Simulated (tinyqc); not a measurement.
Inside a calculation. Method: tight binding, dimerised chain. One step of it, computed by the program tinyqc.

Problem. Open chain of 5 cells. The same hoppings without the wrap-around bond.

H of the open chain (eV):
```
            1          2          3          4          5          6          7          8
1    0.000000  -0.560000   0.000000   0.000000   0.000000   0.000000   0.000000   0.000000
2   -0.560000   0.000000  -0.670000   0.000000   0.000000   0.000000   0.000000   0.000000
3    0.000000  -0.670000   0.000000  -0.560000   0.000000   0.000000   0.000000   0.000000
4    0.000000   0.000000  -0.560000   0.000000  -0.670000   0.000000   0.000000   0.000000
5    0.000000   0.000000   0.000000  -0.670000   0.000000  -0.560000   0.000000   0.000000
6    0.000000   0.000000   0.000000   0.000000  -0.560000   0.000000  -0.670000   0.000000
7    0.000000   0.000000   0.000000   0.000000   0.000000  -0.670000   0.000000  -0.560000
8    0.000000   0.000000   0.000000   0.000000   0.000000   0.000000  -0.560000   0.000000
9    0.000000   0.000000   0.000000   0.000000   0.000000   0.000000   0.000000  -0.670000
10   0.000000   0.000000   0.000000   0.000000   0.000000   0.000000   0.000000   0.000000

            9         10
1    0.000000   0.000000
2    0.000000   0.000000
3    0.000000   0.000000
4    0.000000   0.000000
5    0.000000   0.000000
6    0.000000   0.000000
7    0.000000   0.000000
8   -0.670000   0.000000
9    0.000000  -0.560000
10  -0.560000   0.000000
```

Give: levels; weights of the highest filled level on the sites.

Solution.

levels (eV): -1.1798  -1.0330  -0.8010  -0.5005  -0.1127  0.1127  0.5005  0.8010  1.0330  1.1798

weights of the highest filled level on the sites: 0.2264  0.0092  0.1456  0.0366  0.0822  0.0822  0.0366  0.1456  0.0092  0.2264

The bulk gap runs from -0.1100 to 0.1100 eV; no level of this chain lies inside it.
